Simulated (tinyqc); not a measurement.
A ladder of methods, and size consistency: correlation methods against full CI in the 3-21g basis, for He, spin multiplicity 1. Computed by the program tinyqc with PySCF. All electrons correlated; +Q is the Davidson correction (1 - c0^2) E_corr. The last columns treat two copies 100 angstrom apart as one system. FCI is the lowest singlet.

Geometry (angstrom):

| atom | x | y | z |
|---|---|---|---|
| He | 0.0000 | 0.0000 | 0.0000 |

RHF energy of one = -2.835680 hartree

Correlation energies (hartree):

| method | E_corr of one | share of FCI (%) | E_corr of two at 100 angstrom | two minus twice one (mhartree) |
|---|---|---|---|---|
| MP2 | -0.011497 | 77.1749 | -0.022993 | 0.0000 |
| CISD | -0.014897 | 100.0000 | -0.029698 | 0.0954 |
| CISD+Q | -0.014945 | 100.3223 | -0.029888 | 0.0018 |
| CCSD | -0.014897 | 100.0000 | -0.029794 | 0.0000 |
| CCSD(T) | -0.014897 | 100.0000 | -0.029794 | 0.0000 |
| FCI | -0.014897 | 100.0000 | - | - |

What does the comparison show, and why?

MP2 recovers 77 %, CISD 100.0 % and CCSD 100.0 % of the FCI value (c0^2 = 0.997 in CISD). MP2 and coupled cluster are size consistent, so their last column vanishes; CISD loses 0.10 mhartree, since a double excitation on each copy is a quadruple of the pair, and the Davidson correction leaves +0.00. With two electrons, or one virtual orbital, CISD and CCSD are exact for one copy, so +Q overshoots there.
